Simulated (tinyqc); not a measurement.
When the interface binds a state: heterojunction of two tight-binding chains.

Left chain: hopping -t1, sites at 2 t1 (band bottom 0). Right chain: hopping -t2, sites at dE + 2 t2 (bottom dE). t = c/(m a^2), c = hbar^2/2m0. The bond across the interface is -tc with tc = f sqrt(t1 t2), and the last left site has the extra energy U. In a chain E = bottom + 2t (1 - cos(ka)); the surface Green function of a half chain is g = -exp(ika)/t, with Im k > 0 where cos(ka) > 1.

Constants: hbar^2/2m0 = 3.80998211 eV angstrom^2.

Values chosen for the exercise (masses and offset of the size met at InAs / GaSb; shifted at random, so the results belong to these values and not to a real crystal):
- a = 3 angstrom (site spacing)
- m1 = 0.028 m0 (mass on the left)
- m2 = 0.037 m0 (mass on the right)
- dE = 1.05 eV (band offset)
- f = 1 (factor on the interface hopping)

A state below both bands solves E - 2 t1 - U - S1(E) - S2(E) = 0 for E < 0, with S1 = -t1 z1, S2 = -(tc^2/t2) z2 and |z| < 1 the decaying root of z + 1/z = 2 - (E - bottom)/t. Decay lengths -a/ln|z|. The threshold is the U that solves the equation at E = 0. A dash: no bound state.

Interface state:

| U (eV) | E (eV) | decay left (angstrom) | decay right (angstrom) |
|---|---|---|---|
| -1.18 | - | - | - |
| -2.36 | - | - | - |
| -3.54 | - | - | - |
| -4.33 | -0.0092 | 121.9 | 9.9 |
| -5.12 | -0.0708 | 43.8 | 9.6 |
| -6.30 | -0.2359 | 24.0 | 9.0 |
| -7.88 | -0.5531 | 15.7 | 8.1 |
| -11.82 | -1.7052 | 9.0 | 6.2 |

threshold U = -3.9386 eV

The step pushes the state out, so an attraction must exceed 3.9386 eV to bind; 5 of the 8 rows are bound. At U = -11.82 eV the state decays over 9.0 angstrom to the left and 6.2 to the right, where the band lies higher.

(tinyqc, `OMP_NUM_THREADS=1 python tinyqc.py 1480336 1480337 out.jsonl`, Intel(R) Xeon(R) Processor @ 2.30GHz, 1 thread, shared host, about 0.01 s.)
